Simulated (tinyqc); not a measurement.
Strain and the order of the valence edges: six-band k.p model of the valence band of a wurtzite crystal.

At k = 0: E1 = D1c + D2c + Te + Le (pure HH); E2, E3 = Le + u +/- sqrt(u^2 + 2 D3c^2), u = (D1c - D2c + Te)/2, D1c = Dcr, D2c = D3c = Dso/3. The weight of LH in state 2 is fL = (E2 - Le)^2/((E2 - Le)^2 + 2 D3c^2). Relative strengths of transitions to the conduction band: for E perpendicular to c (TE) 1/2, fL/2, (1 - fL)/2; for E along c (TM) 0, 1 - fL, fL, with one momentum element for both directions.

Strain of a c-plane layer: exx = eyy = e_par, ezz = -2 (C13/C33) e_par; Le = D1 ezz + D2 (exx + eyy), Te = D3 ezz + D4 (exx + eyy).

Conduction edge: Ec = (top of the unstrained valence band) + Eg + (a1 + D1) ezz + (a2 + D2)(exx + eyy).
Constants: kB = 8.617333262e-05 eV/K.

Values chosen for the exercise (near those of GaN; not measured data):
- Dcr = 0.0178 eV (crystal-field splitting)
- Dso = 0.0163 eV (spin-orbit splitting)
- Eg = 3.531 eV (direct gap at Gamma from the top of the unstrained valence band)
- a1 = -4.99 eV (gap potential along c)
- a2 = -11.39 eV (gap potential in the plane)
- D1 = -3.73 eV
- D2 = 4.33 eV
- D3 = 8.07 eV
- D4 = -4.03 eV
- C13 = 103 GPa
- C33 = 411 GPa
- T = 400 K (temperature)

Edges from the unstrained top. Degree of polarisation (TE - TM)/(TE + TM), each state weighted by exp(E/kT) alone (equal densities of states).

Results:

| e_par (%) | E1 (meV) | E2 (meV) | E3 (meV) | fL | lowest transition (eV) | polarisation |
|---|---|---|---|---|---|---|
| -0.80 | 12.6 | 2.3 | -108.0 | 0.995 | 3.5964 | 0.925 |
| -0.60 | 9.5 | -0.7 | -87.1 | 0.992 | 3.5800 | 0.858 |
| -0.40 | 6.3 | -3.6 | -66.3 | 0.985 | 3.5637 | 0.738 |
| -0.20 | 3.2 | -6.2 | -45.8 | 0.961 | 3.5473 | 0.538 |
| 0.00 | 0.0 | -7.2 | -26.9 | 0.813 | 3.5310 | 0.250 |
| 0.20 | -3.2 | 1.6 | -17.8 | 0.195 | 3.5099 | -0.092 |
| 0.40 | -6.3 | 20.5 | -18.7 | 0.040 | 3.4715 | -0.413 |
| 0.60 | -9.5 | 40.9 | -21.3 | 0.016 | 3.4316 | -0.656 |
| 0.80 | -12.6 | 61.7 | -24.2 | 0.008 | 3.3913 | -0.812 |

E1 = E2 requires Dcr + Te = 0, which here falls at e_par = 0.15 %, inside the sweep: state 1 is on top for smaller e_par and state 2 beyond. The polarisation goes from +0.93 to -0.81 and changes sign between 0.00 and 0.20 %; the lowest transition moves by -128 meV per 1 % on average.

Program tinyqc; command `OMP_NUM_THREADS=1 python tinyqc.py 1051233 1051234 out.jsonl`; about 0.01 s on one thread of a shared Intel(R) Xeon(R) Processor @ 2.30GHz.
